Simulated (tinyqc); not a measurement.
Vacuum evaporation: vapour pressure, source flux, thickness distribution, purity and step coverage: one step, computed by the program tinyqc.

Molecular flow, unit sticking of the metal, no re-evaporation. The background gas is taken as water vapour (18.015 g/mol, collision diameter 0.37 nm) at 300 K.

Question. Scattering and purity. Mean free path lambda = k_B T_g/(sqrt2 pi d^2 p); unscattered share exp(-h/lambda); gas arrival p/sqrt(2 pi m_g k_B T_g); impurity ratio = sticking x gas arrival/metal arrival; monolayer time = 1e15 cm^-2/(sticking x gas arrival).

Inputs (values chosen for the exercise, modelled on gallium, with constants for the liquid):

| quantity | value | unit |
|---|---|---|
| source temperature T | 1270 | K |
| source-to-wafer distance h | 53 | cm |
| background pressure p | 3e-08 | Pa |
| sticking of background gas | 0.2 | - |

arrival rate at the centre = 1.695581e+13 1/(cm^2 s)

Constants: k_B = 1.380649e-23 J/K; u = 1.6605390666e-27 kg.

Give: mean free path; unscattered share; gas arrival rate; impurity ratio; monolayer time.

Answer.

mean free path = 2.2699e+05 m

unscattered share = 1.00000

gas arrival rate = 1.0752e+11 1/(cm^2 s)

impurity ratio = 0.0012682

monolayer time = 46503 s
